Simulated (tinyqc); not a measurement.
The square root of alpha at three temperatures: phonon-assisted absorption at an indirect gap.

alpha(E) = sum_j A_j [N_j (E - Eg + w_j)^2 + (N_j + 1)(E - Eg - w_j)^2], each bracket counted only where its base is positive; N_j = 1/(exp(w_j/kB T) - 1). The first term absorbs a phonon and the second emits one; excitons and direct transitions are left out.

Constants: kB = 8.617333262e-05 eV/K.

Inputs chosen for the exercise (out of a larger set: loosely those of GaP at room temperature; Eg is not tied to T; not measured data): Eg = 2.24 eV (indirect gap, held fixed unless listed); w = (46.6, 12.6) meV (two zone-edge phonons); A = (4900, 690) 1/(cm eV^2) (their strengths).

The gap is held fixed, so only the phonon occupations change.

sqrt(alpha) (1/cm^(1/2)):

| E - Eg (eV) | 4 K | 300 K | 450 K |
|---|---|---|---|
| -0.04 | 0.000 | 0.205 | 0.303 |
| -0.02 | 0.000 | 0.827 | 1.221 |
| 0.00 | 0.000 | 1.508 | 2.205 |
| 0.02 | 0.194 | 2.357 | 3.375 |
| 0.04 | 0.720 | 3.411 | 4.758 |
| 0.07 | 2.226 | 5.455 | 7.276 |
| 0.10 | 4.387 | 8.069 | 10.346 |
| 0.15 | 8.088 | 12.765 | 15.837 |
| 0.20 | 11.813 | 17.589 | 21.484 |
| 0.30 | 19.278 | 27.351 | 32.925 |
| 0.45 | 30.486 | 42.079 | 50.202 |
| 0.60 | 41.698 | 56.840 | 67.523 |

How do the results move, and what explains it?

Below the gap only phonon absorption acts: at E - Eg = -0.02 eV sqrt(alpha) is 0.000, 0.827 and 1.221 at 4, 300 and 450 K. A straight line through the last two rows meets the axis at E - Eg = +0.0421, +0.0224 and +0.0152 eV: the intercept is roughly a weighted mean of the thresholds, not the gap, and it moves from the emission side towards Eg as the occupations grow. At the last row alpha grows by a factor 2.62 from the lowest to the highest temperature at fixed gap.

Program tinyqc; command `OMP_NUM_THREADS=1 python tinyqc.py 1681586 1681587 out.jsonl`; about 0.01 s on one thread of a shared Intel(R) Xeon(R) Processor @ 2.30GHz.
